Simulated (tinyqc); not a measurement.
Barrier height: exchange-split free-electron bands and tunnelling magnetoresistance.

Majority and minority bands E = c k^2/m -/+ Dx/2, c = hbar^2/2m0, so k_up = sqrt(m (EF + Dx/2)/c), k_dn = sqrt(m (EF - Dx/2)/c); n_s = k_s^3/(6 pi^2), D_s = m k_s/(4 pi^2 c).

Barrier: kappa = sqrt(mb phi/c), c = hbar^2/2m0. With a = k1/m, b = k2/m, w = kappa/mb, the transmission at normal incidence is T(k1, k2) = 4 a b w^2/[w^2 (a + b)^2 + (w^2 + a^2)(w^2 + b^2) sinh^2(kappa d)]. Parallel: G_P = T(up, up) + T(dn, dn); antiparallel: G_AP = 2 T(up, dn); TMR = (G_P - G_AP)/G_AP. Julliere: TMR = 2 P^2/(1 - P^2). Slonczewski factor: P_eff = P_k (w^2 - a_up a_dn)/(w^2 + a_up a_dn), P_k = (k_up - k_dn)/(k_up + k_dn).

Constants: hbar^2/2m0 = 3.80998211 eV angstrom^2.

Parameters, chosen for this exercise:
```
symbol  value  unit      meaning
EF      2.84   eV        Fermi energy above the mean band bottom
Dx      3.6    eV        exchange splitting
m       1.08   m0        mass in the electrodes
mb      0.72   m0        mass in the barrier
d       7.3    angstrom  barrier thickness
```

Results:
```
phi (eV)  w (1/angstrom)    P_eff  TMR (%)       G_P
0.20               0.270  -0.2715    12.90     0.212
0.40               0.382  -0.2040     8.21    0.0945
0.70               0.505  -0.1262     3.32    0.0314
1.5                0.739   0.0043     0.03   0.00293
2.0                0.854   0.0552     0.62  0.000869
3.0                1.046   0.1229     3.07  0.000108
4.0                1.208   0.1658     5.65  1.83e-05
6.0                1.479   0.2171     9.90  8.99e-07
10                 1.909   0.2661    15.24  7.41e-09
```

Give the missing row, phi (eV) = 1.0.

Computed row:
```
phi (eV)  w (1/angstrom)    P_eff  TMR (%)     G_P
1.0                0.604  -0.0674     0.98  0.0119
```

P_eff vanishes where w^2 = a_up a_dn, at phi = 1.46 eV, inside the table; the lowest TMR listed is 0.03 % at 1.5 eV. TMR is 12.9 % at the lowest barrier and 15.2 % at the highest, against 29.3 % for Julliere with P_k; P_eff tends to +P_k for very high barriers and to -P_k for very low ones. G_P falls by 7.5 decades.

(tinyqc, `OMP_NUM_THREADS=1 python tinyqc.py 1650012 1650013 out.jsonl`, Intel(R) Xeon(R) Processor @ 2.30GHz, 1 thread, shared host, about 0.01 s.)
